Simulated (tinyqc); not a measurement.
Hubbard chain of 6 sites, step by step. One step of it, computed by the program tinyqc.

Task: Mean-field iteration 1. H(up) = T + U n(down), H(down) = T + U n(up); fill the lowest levels; n(new) = n + mixing (n(out) - n); E = tr T (rho up + rho down) + U sum n_up n_down of the output.

one-body matrix (hopping and site energies) (eV):
```
,1,2,3,4,5,6
1,0.200000,-1.770000,0.000000,0.000000,0.000000,0.000000
2,-1.770000,0.040000,-1.770000,0.000000,0.000000,0.000000
3,0.000000,-1.770000,0.610000,-1.770000,0.000000,0.000000
4,0.000000,0.000000,-1.770000,0.720000,-1.770000,0.000000
5,0.000000,0.000000,0.000000,-1.770000,0.170000,-1.770000
6,0.000000,0.000000,0.000000,0.000000,-1.770000,0.500000
```

U = 9.700000 eV

electrons, up and down: 3  2

mixing = 0.500000

n(up) at the start (a guess, not normalised): 1 0.500000, 2 0.500000, 3 0.500000, 4 0.500000, 5 0.500000, 6 0.500000

n(down) at the start (a guess): 1 0.333000, 2 0.333000, 3 0.333000, 4 0.333000, 5 0.333000, 6 0.333000

Give: levels, up; levels, down; energy; n(up) after iteration 1; n(down) after iteration 1.

Result:

levels, up (eV): 0.449  1.272  2.887  4.439  5.695  6.879

levels, down (eV): 2.069  2.892  4.507  6.058  7.315  8.499

energy = 0.018 eV

n(up) after iteration 1: 1 0.511, 2 0.510, 3 0.503, 4 0.480, 5 0.520, 6 0.476

n(down) after iteration 1: 1 0.293, 2 0.413, 3 0.302, 4 0.308, 5 0.409, 6 0.274
